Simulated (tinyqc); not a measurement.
How errors in the targets pass to the parameters: fitting sp3s* parameters to three gaps by Newton steps.

J:
```
            Vss     Vxapc     Vpaxc
Gamma  -0.90315   0.00000   0.00000
X       0.00000  -0.85916   0.00000
L      -0.25086  -0.28426  -0.09649
```

The gaps at Gamma, X and L of an sp3s* model are fitted with Vss, Vxapc and Vpaxc; J holds the derivatives of the gaps by these parameters at the start. The change of each parameter for +10 meV on one target is 10 J^-1, in meV.

Shifts (meV):

| target raised | Vss | Vxapc | Vpaxc |
|---|---|---|---|
| Gamma | -11.1 | 0.0 | 28.8 |
| X | 0.0 | -11.6 | 34.3 |
| L | 0.0 | 0.0 | -103.6 |

root sum of squares (meV): Vss 11.1, Vxapc 11.6, Vpaxc 112.9

What can be read from this table?

Independent errors of 10 meV leave Vpaxc least certain (113 meV) and Vss best fixed (11.1 meV). The largest single entry, 104 meV, comes from the target at L.

Computed by tinyqc, a small Python program: `OMP_NUM_THREADS=1 python tinyqc.py 1452456 1452457 out.jsonl` (the numbers bound the seed that draws the inputs); one thread of a shared host (Intel(R) Xeon(R) Processor @ 2.30GHz), about 0.2 s for the whole set of steps.
